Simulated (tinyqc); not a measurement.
One-electron ion in a basis of Gaussians, step by step. One step of it, computed by the program tinyqc.

Question. Generalised eigenproblem. Solve H C = S C e through S^(-1/2); each column has its largest component positive (the first on a tie).

H = T + V (hartree):
```
[[-1.271824, -1.432673],
 [-1.432673, -1.697430]]
```

S:
```
[[1.000000, 0.721878],
 [0.721878, 1.000000]]
```

Give: eigenvalues of S; eigenvalues; coefficients.

Answer.

eigenvalues of S: [0.2781, 1.7219]

eigenvalues (hartree): [-1.7546, -0.1265]

coefficients:
```
[[0.2707, 1.4195],
 [0.7869, -1.2120]]
```

For Z = 2 and l = 0 the exact lowest level is -Z^2/(2 n^2) with n = l + 1: -2.000000 hartree.
